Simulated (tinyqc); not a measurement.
Tunnelling through a two-layer gate stack, WKB transmission and Tsu-Esaki current: one step of the calculation.

Electrons leave the emitter at x = 0. Energies E (motion across the layers) are in eV from the emitter Fermi level; the collector Fermi level lies at -V and offers states at every E. No charge in the dielectric and no image force: F1 = V/(t1 + t2 eps1/eps2), F2 = F1 eps1/eps2; U = phi1 - F1 x in layer 1 and phi2 - F1 t1 - F2 (x - t1) in layer 2. With C = hbar^2/(2 m0), kappa = sqrt(m (U - E)/C) where U > E and 0 elsewhere; T(E) = exp(-S), S = 2 times the integral of kappa over x.

Task. WKB exponent by the midpoint rule. Cut each layer into nc equal cells, take U and kappa at the cell centres, and sum S = 2 sum kappa h.

Values chosen for this exercise; layer 1 close to aluminium oxide, layer 2 close to hafnium oxide:

| symbol | value | unit | meaning |
|---|---|---|---|
| phi1 | 2.49 | eV | barrier of layer 1 above the emitter Fermi level at zero bias |
| m1 | 0.38 | m0 | tunnelling mass of layer 1 |
| t1 | 0.6 | nm | thickness of layer 1 |
| eps1 | 9.19 |  | relative permittivity of layer 1 |
| phi2 | 1.49 | eV | barrier of layer 2 at zero bias |
| m2 | 0.2 | m0 | tunnelling mass of layer 2 |
| t2 | 3.3 | nm | thickness of layer 2 |
| eps2 | 21.2 |  | relative permittivity of layer 2 |
| V | 0.6 | V | voltage across the dielectric |
| E | -0.15 | eV | energy of the electron followed |
| nc | 4 |  | cells in each layer |

Constants: q = 1.602176634e-19 C, hbar = 1.054571817e-34 J s, m0 = 9.1093837015e-31 kg, hbar^2/(2 m0) = 0.0380998212 eV nm^2. Results are converted to the units shown.

Find: x; U; kappa; S; T(E).

Result.

```
cell  x (nm)  U (eV)  kappa (1/nm)
0      0.075   2.468         5.110
1      0.225   2.424         5.066
2      0.375   2.379         5.023
3      0.525   2.335         4.978
4      1.012   1.260         2.720
5      1.837   1.154         2.617
6      2.663   1.049         2.508
7      3.487   0.943         2.395
```

S = 22.95
T(E) = 1.079e-10

Program tinyqc, `OMP_NUM_THREADS=1 python tinyqc.py 2540136 2540137 out.jsonl`; Intel Xeon 2.30GHz, shared host, one thread, about 0.03 s.
